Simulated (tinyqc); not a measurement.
Electron mobility of a polar semiconductor by Rode's iterative solution of the Boltzmann equation. Changing the temperature T. Computed by tinyqc, a small Python program. Command: `OMP_NUM_THREADS=1 python tinyqc.py 3004008 3004009 out.jsonl rode sweep`. One thread of a shared host (Intel(R) Xeon(R) Processor @ 2.30GHz), about 0.04 s of CPU time with the checks.

The distribution is f(E) + e F l(E) (-df/dE) cos(theta) for a weak field F, theta counted from the force; l(E) is a mean free path. Elastic processes enter by their momentum rate, polar optical phonons by out- and in-scattering terms. One valley only: where upper valleys lie close, measured mobilities are lower. The density n is prescribed, even where a narrow-gap material would have more intrinsic carriers.

Inputs (values chosen for the exercise, for a model polar semiconductor):
```
quantity                               value    unit
effective mass m                       0.072     m_0
static permittivity eps_s               9.06       -
high-frequency permittivity eps_inf     5.66       -
density rho                             4070  kg/m^3
sound velocity v_l                      4110     m/s
acoustic deformation potential D_A       7.1      eV
optical phonon energy hbar w            18.7     meV
electron density n                   1.6e+14  1/cm^3
compensation ratio C                     0.6       -
grid points per phonon energy s            8       -
iteration cap                            200       -
```

Band: parabolic. Elastic processes: acoustic, impurity.

Constants: k_B = 8.617333262e-05 eV/K; m_0 = 9.1093837015e-31 kg; e = 1.602176634e-19 C; hbar = 1.054571817e-34 J s; eps_0 = 8.8541878128e-12 F/m; k_B = 1.380649e-23 J/K; hbar = 6.582119569e-16 eV s.

Method:
- Parabolic band: E = hbar^2 k^2/(2 m), speed v = hbar k/m, states per spin, volume and energy g(E) = m k/(2 pi^2 hbar^2). Masses are multiplied by m_0 and all formulas are in SI units.
- The reduced Fermi level eta = E_F/(k_B T) solves n = 2 Z int g f dE with f = 1/(1 + exp(x - eta)) (Z = 1 unless valleys are given); screening length L_s = sqrt(eps_s eps_0 k_B T/(e^2 dn/deta)), dn/deta = 2 Z int g f (1 - f) dE.
- Integrals over x = E/(k_B T) use 160 Gauss-Legendre points in u = sqrt(x) from 0 to sqrt(max(eta, 0) + 32).
- N_I = n (1 + C)/(1 - C).
- Phonon occupation N_q = 1/(exp(hbar w/(k_B T)) - 1).
- Acoustic deformation potential (elastic, equipartition, absorption and emission together): 1/tau = 2 pi k_B T D_A^2 g(E)/(hbar rho v_l^2).
- Singly charged impurities, momentum relaxation: 1/tau = N_I e^4 m (1 + 2 alpha E) Phi/(8 pi (eps_s eps_0)^2 hbar^3 k^3), with alpha = 0 for a parabolic band.
- Brooks-Herring: Phi = ln(1 + b) - b/(1 + b), b = 4 k^2 L_s^2.
- Polar optical, unscreened: W = e^2 w (1/eps_inf - 1/eps_s) m (1 + 2 alpha E') ln|(k + k')/(k - k')| / (4 pi eps_0 hbar^2 k), times N_q for absorption (E' = E + hbar w) and N_q + 1 for emission (E' = E - hbar w > 0), with alpha = 0 for a parabolic band; mean cosine of the angle <cos> = (k^2 + k'^2)/(2 k k') - 1/ln|(k + k')/(k - k')|.
- Energy grid E_j = (j + 1/2) hbar w/s, j = 0, 1, ..., up to (max(eta, 0) + 18) k_B T, so that E_j +/- hbar w are grid points; l = 0 beyond the grid; integrals are sums times the spacing.
- With f' = f(E'): out-scattering S_o = sum over absorption and emission of W (1 - f')/(1 - f); nu = sum of elastic rates; the in-scattering weights are c+ = W_abs <cos> (1 - f')/(1 - f) for E' = E + hbar w and c- likewise for emission.
- Iteration: l_new(E) = [v(E) + c+ l(E + hbar w) + c- l(E - hbar w)]/(nu + S_o), from l = 0.
- mu = e sum g v l f (1 - f) / (3 k_B T sum g f) over the grid; stop when mu changes by less than 1e-8 of itself.
- Self-energy RTA: l = v/(nu + S_o), the first iteration. Momentum RTA: l = v/(nu + S_o - c+ v(E + hbar w)/v - c- v(E - hbar w)/v), listed only where the denominator is positive on the whole grid. The polar-only value solves the same system with nu = 0; the elastic value takes l = v/nu.

One run for each value; columns: (1) temperature T (K); (2) mobility mu (cm^2/(V s)); (3) polar-phonon mobility (cm^2/(V s)); (4) elastic mobility (cm^2/(V s)); (5) error of the self-energy RTA (%); (6) iterations:
```
(1)     (2)     (3)    (4)      (5)  (6)
90   7259.7  8782.0  90244  -27.907   24
120  3853.7  4233.5  88980  -36.032   25
150  2585.5  2737.9  82270  -41.870   27
190  1852.5  1923.7  71366  -47.511   31
250  1384.0  1425.7  56654  -53.344   36
320  1131.7  1166.9  43832  -57.897   41
420   942.7   978.5  31723  -62.123   46
540   810.9   850.2  22889  -65.328   50
700   699.1   743.3  16030  -68.013   53
```

Over the rows, mobility mu (cm^2/(V s)) falls from 7260 to 699 (exponent d ln y / d ln x -2.2 between the first rows and -0.57 between the last); polar-phonon mobility (cm^2/(V s)) falls from 8780 to 743 (exponent d ln y / d ln x -2.5 between the first rows and -0.52 between the last); elastic mobility (cm^2/(V s)) falls from 90200 to 16000 (exponent d ln y / d ln x -0.049 between the first rows and -1.4 between the last). Between the first two rows ln(mu_polar) against 1/T has the slope 22.6 meV/k_B, to be set beside hbar w = 18.7 meV, since 1/N_q rules at low T. The self-energy RTA errs most, by 68 %, at 700 K.
